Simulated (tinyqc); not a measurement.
Worked calculation: two-band massive Dirac model of the K valleys. Values are carried at full precision from step to step, so a last printed digit may differ when a step is redone from the rounded ones.

Basis (conduction, valence): H = [[D/2, a t (tau kx - i ky)], [a t (tau kx + i ky), -D/2 + lam tau sz]], valley tau = +/-1, spin sz = +/-1. The gap of a spin and valley is G = D - lam tau sz. Berry curvature Omega = curl of i<u|grad u>; for the conduction band Omega_c = -tau 2 a^2 t^2 G/(G^2 + 4 a^2 t^2 k^2)^(3/2), and Omega_v = -Omega_c.

Constants: hbar^2/2m0 = 3.80998211 eV angstrom^2.

Values chosen for the exercise (near those used for monolayer MoS2; shifted at random, so the results belong to these values and not to a real crystal): a = 3.198 angstrom (lattice constant); D = 1.66 eV (gap parameter); t = 1.16 eV (effective hopping); lam = 0.085 eV (half the valence spin splitting); tau = 1 (valley); sz = 1 (spin); k = (-0.108, 0.066) 1/angstrom (wave vector from the valley); h = 0.01 1/angstrom (side of the plaquette).

## Band edges of the four flavours

At k = 0: Ec = D/2, Ev = -D/2 + lam tau sz; mass m/m0 = c G/(a t)^2 for both bands, c = hbar^2/2m0; Omega_c(0) = -2 tau a^2 t^2/G^2.

Edges:
```
tau,sz,Ec (eV),Ev (eV),G (eV),mass (m0),Omega_c (angstrom^2)
1,1,0.8300,-0.7450,1.5750,0.4360,-11.095
1,-1,0.8300,-0.9150,1.7450,0.4831,-9.039
-1,1,0.8300,-0.9150,1.7450,0.4831,9.039
-1,-1,0.8300,-0.7450,1.5750,0.4360,11.095
```

The top of the valence band has spin up at tau = +1 and spin down at tau = -1: spin and valley are locked, with 170 meV between the two valence bands (A and B transitions at 1.575 and 1.745 eV, without exciton binding).

## H at one k

Fill in the matrix and diagonalise: E = lam tau sz/2 -/+ sqrt(G^2/4 + a^2 t^2 k^2).

H (eV):
```
,c,v
c,0.8300,-0.4006-0.2448i
v,-0.4006+0.2448i,-0.7450
```

levels (eV): -0.8744  0.9594

cos(theta) = G/(E+ - E-) = 0.8589

## Curvature, orbital moment and circular dichroism

Omega_c from the formula; orbital moment of both bands m = -tau (a t)^2 G/(c (G^2 + 4 a^2 t^2 k^2)) in Bohr magnetons (charge -e), c = hbar^2/2m0; interband strengths |P+/-|^2 proportional to (1 +/- tau cos(theta))^2 for P+/- = Px +/- i Py, and eta = (|P+|^2 - |P-|^2)/(|P+|^2 + |P-|^2) = 2 tau cos(theta)/(1 + cos^2(theta)).

Omega_c = -7.031 angstrom^2
orbital moment = -1.692 muB
eta = 0.9885

All three change sign with the valley. The selection rule, exact at k = 0, still holds to 98.9 % here.

## The curvature from a plaquette

Corners counter-clockwise around k, from (-h/2, -h/2); upper eigenvector u with its first component real and positive; Omega = -(sum of arg <u_j|u_(j+1)>)/h^2.

Corners:
```
j,kx,ky,u_c,u_v,arg <u_j|u_j+1> (rad)
1,-0.1130,0.0610,0.96323,-0.23642+0.12763i,-0.002708
2,-0.1030,0.0610,0.96723,-0.21848+0.12939i,-0.004596
3,-0.1030,0.0710,0.96476,-0.21664+0.14934i,0.003100
4,-0.1130,0.0710,0.96089,-0.23450+0.14734i,0.004907
```

Omega_c from the plaquette = -7.030 angstrom^2

The formula at the centre gives -7.031; the plaquette averages over its area.

## Checks

- Curvature formula against a plaquette of side 1e-4: both -7.0306.
- Eta against the matrix elements of dH/dkx +/- i dH/dky: both 0.98855.

(tinyqc, `OMP_NUM_THREADS=1 python tinyqc.py 1451136 1451137 out.jsonl`, Intel(R) Xeon(R) Processor @ 2.30GHz, 1 thread, shared host, about 0.01 s.)
